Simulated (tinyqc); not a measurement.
Capacitance of parallel on-chip lines from Laplace's equation on a mesh: one step of the calculation.

Cross-section of an endless row of equal lines between two grounded planes; neighbours are driven in antiphase (+1 V and -1 V), so the plane midway between two lines is at 0 V. By symmetry one quarter is solved: x runs from the centre of a line (column 0, mirror) to that midplane (column 4, 0 V), y from the mid-height of the line (row 0, mirror) to the ground plane (row 3, 0 V). The line fills columns 0 to 1 and rows 0 to 1 at 1 V. Cells beside the line (below row 1) have e2, cells above have e1. Each link between nodes has the conductance g = mean permittivity of the two cells beside it (a cell beyond a mirror counts as 0), and the free nodes obey sum g (V_neighbour - V) = 0.

Question. Link conductances. gx[j, i] joins node (row j, column i) to column i + 1, gy[j, i] to row j + 1.

Values chosen for this exercise: relative permittivity above and below the lines e1 = 4.2; relative permittivity between the lines e2 = 2.

Give: gx; gy.

Answer.

gx:
```
       col 0  col 1  col 2  col 3
row 0  1.000  1.000  1.000  1.000
row 1  3.100  3.100  3.100  3.100
row 2  4.200  4.200  4.200  4.200
row 3  2.100  2.100  2.100  2.100
```

gy:
```
       col 0  col 1  col 2  col 3  col 4
row 0  1.000  2.000  2.000  2.000  1.000
row 1  2.100  4.200  4.200  4.200  2.100
row 2  2.100  4.200  4.200  4.200  2.100
```

Computed by the program tinyqc: `OMP_NUM_THREADS=1 python tinyqc.py 2790128 2790129 out.jsonl`, one thread of a shared Intel Xeon 2.30GHz, about 0.7 s for the whole run.
